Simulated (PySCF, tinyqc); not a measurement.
Worked calculation: RHF in the sto-6g basis, for H4, spin multiplicity 1. The lowest restricted solution is unstable here: a spin-polarised one lies 0.0852 hartree lower (PySCF). One step of it, computed by the program tinyqc.

Task: Iteration 2: building the Fock matrix. J_ij = sum D_kl (ij|kl), K_ij = sum D_kl (ik|jl); F = H + J - 0.5 K; E = tr D H + tr D J / 2 - 0.25 tr D K + E_nn.

D after iteration 1, order 1H 1s, 2H 1s, 3H 1s, 4H 1s:
$$\begin{pmatrix}
0.794431 & 0.794431 & -0.124706 & -0.124706 \\
0.794431 & 0.794431 & -0.124706 & -0.124706 \\
-0.124706 & -0.124706 & 0.794431 & 0.794431 \\
-0.124706 & -0.124706 & 0.794431 & 0.794431
\end{pmatrix}$$

core Hamiltonian H = T + V (hartree), order 1H 1s, 2H 1s, 3H 1s, 4H 1s:
$$\begin{pmatrix}
-1.342746 & -0.521209 & -0.249587 & -0.124630 \\
-0.521209 & -1.342746 & -0.124630 & -0.249587 \\
-0.249587 & -0.124630 & -1.342746 & -0.521209 \\
-0.124630 & -0.249587 & -0.521209 & -1.342746
\end{pmatrix}$$

Two-electron integrals (ij|kl) in chemists' order, unique and non-zero (hartree):
```
(11|11) 0.774999   (21|11) 0.159680   (21|21) 0.048856   (22|11) 0.364626
(22|21) 0.159680   (22|22) 0.774999   (31|11) 0.065799   (31|21) 0.015818
(31|22) 0.041746   (31|31) 0.009872   (32|11) 0.024514   (32|21) 0.007881
(32|22) 0.027188   (32|31) 0.003884   (32|32) 0.001958   (33|11) 0.275584
(33|21) 0.074511   (33|22) 0.222460   (33|31) 0.065799   (33|32) 0.027188
(33|33) 0.774999   (41|11) 0.027188   (41|21) 0.007881   (41|22) 0.024514
(41|31) 0.003884   (41|32) 0.001912   (41|33) 0.024514   (41|41) 0.001958
(42|11) 0.041746   (42|21) 0.015818   (42|22) 0.065799   (42|31) 0.006276
(42|32) 0.003884   (42|33) 0.041746   (42|41) 0.003884   (42|42) 0.009872
(43|11) 0.074511   (43|21) 0.022560   (43|22) 0.074511   (43|31) 0.015818
(43|32) 0.007881   (43|33) 0.159680   (43|41) 0.007881   (43|42) 0.015818
(43|43) 0.048856   (44|11) 0.222460   (44|21) 0.074511   (44|22) 0.275584
(44|31) 0.041746   (44|32) 0.024514   (44|33) 0.364626   (44|41) 0.027188
(44|42) 0.065799   (44|43) 0.159680   (44|44) 0.774999
```

nuclear repulsion = 1.74814720 hartree

Give: Coulomb J; exchange K; Fock matrix F; total energy of this density.

Result:

Coulomb J (hartree), order 1H 1s, 2H 1s, 3H 1s, 4H 1s:
$$\begin{pmatrix}
1.6334 & 0.4737 & 0.2152 & 0.1043 \\
0.4737 & 1.6334 & 0.1043 & 0.2152 \\
0.2152 & 0.1043 & 1.6334 & 0.4737 \\
0.1043 & 0.2152 & 0.4737 & 1.6334
\end{pmatrix}$$

exchange K (hartree), order 1H 1s, 2H 1s, 3H 1s, 4H 1s:
$$\begin{pmatrix}
0.8947 & 0.5724 & 0.1229 & 0.0960 \\
0.5724 & 0.8947 & 0.0960 & 0.1229 \\
0.1229 & 0.0960 & 0.8947 & 0.5724 \\
0.0960 & 0.1229 & 0.5724 & 0.8947
\end{pmatrix}$$

Fock matrix F (hartree), order 1H 1s, 2H 1s, 3H 1s, 4H 1s:
$$\begin{pmatrix}
-0.1567 & -0.3337 & -0.0959 & -0.0684 \\
-0.3337 & -0.1567 & -0.0684 & -0.0959 \\
-0.0959 & -0.0684 & -0.1567 & -0.3337 \\
-0.0684 & -0.0959 & -0.3337 & -0.1567
\end{pmatrix}$$

total energy of this density = -1.858243 hartree
